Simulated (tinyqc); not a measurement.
## Pelgrom slope, floor and doping from two device sizes

Question. s^2 = A^2/(L W) + s0^2, with s0 independent of size and A = (q/Cox) sqrt(Na Wd/3) from random dopants alone, Cox = 3.9 eps0/ti. Find A, s0 and Na.

Values chosen for this exercise:
- ti = 2.3 nm (oxide-equivalent thickness in inversion)

Constants: q = 1.602176634e-19 C, eps0 = 8.8541878128e-14 F/cm where lengths are in cm. Results are converted to the units shown.

s for gate areas 0.0019 and 0.056 um^2 (mV): [40.7352386, 8.29578138]
Wd = 13.9671671 nm

Solution. s^2 is linear in 1/area: slope A^2, intercept s0^2.

A = 1.769 mV um
s0 = 3.600 mV
Na = 5.900e18 cm^-3

Numbers from tinyqc (`OMP_NUM_THREADS=1 python tinyqc.py 2090116 2090117 out.jsonl`; about 0.01 s on one thread of a shared Intel Xeon 2.30GHz).
